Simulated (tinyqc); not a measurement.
A double barrier with mass mismatch, transfer matrices: one step of the calculation.

One electron of energy E comes from the left lead (band edge 0); no transverse momentum. Parabolic bands, masses in units of m0, C = hbar^2/(2 m0); psi and psi'/m are continuous at every interface. Barrier d1, well Lw, barrier d2; the right lead equals the left one.

Problem. Product of the matrices. The matrix of the later layer stands to the left: M = M_n ... M_2 M_1; det M = 1.

M of layer 1:
```
            1           2
1  0.12990323  0.20442785
2  -4.8091546  0.12990323
```

M of layer 2:
```
              1             2
1   -0.99997676  6.5239541e-4
2  -0.071233009   -0.99997676
```

M of layer 3:
```
               1              2
1  -6.8542679e-4     0.20617479
2     -4.8502512  -6.8542679e-4
```

Give: M.

Solution.

M:
```
        1         2
1  0.9897  -0.02964
2  0.6420    0.9912
```

Range of the model: Masses are held fixed, although real bands cease to be parabolic a few tenths of an eV from their edges (inside a barrier too).

Program tinyqc, `OMP_NUM_THREADS=1 python tinyqc.py 2560011 2560012 out.jsonl`; Intel Xeon 2.30GHz, shared host, one thread, about 0.07 s.
